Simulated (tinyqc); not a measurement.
Doping and flat-band voltage from two insulator thicknesses.

Inverse problem. A junctionless wire is fully depleted at VT = Vfb - q Nd R^2/(4 eps0 eps_r) - q Nd R^2 ln(1 + tox/R)/(2 eps0 eox). Find Nd and Vfb.

Values chosen for this exercise; material values close to those of silicon:
```
symbol,value,unit,meaning
eps_r,11.9,,relative permittivity of the semiconductor
eox,22,,relative permittivity of the gate insulator
R,20,nm,wire radius
```

Constants: q = 1.602176634e-19 C, eps0 = 8.8541878128e-14 F/cm where lengths are in cm. Results are converted to the units shown.

VT at tox = 12 and 26 nm (V): [0.32474875, 0.25311069]

Answer. The difference of the thresholds is proportional to Nd and holds no Vfb.

Nd = 1.20e18 cm^-3
Vfb = 0.600 V

tinyqc, about 0.01 s, one thread, Intel Xeon 2.30GHz (shared host): `OMP_NUM_THREADS=1 python tinyqc.py 2460157 2460158 out.jsonl`
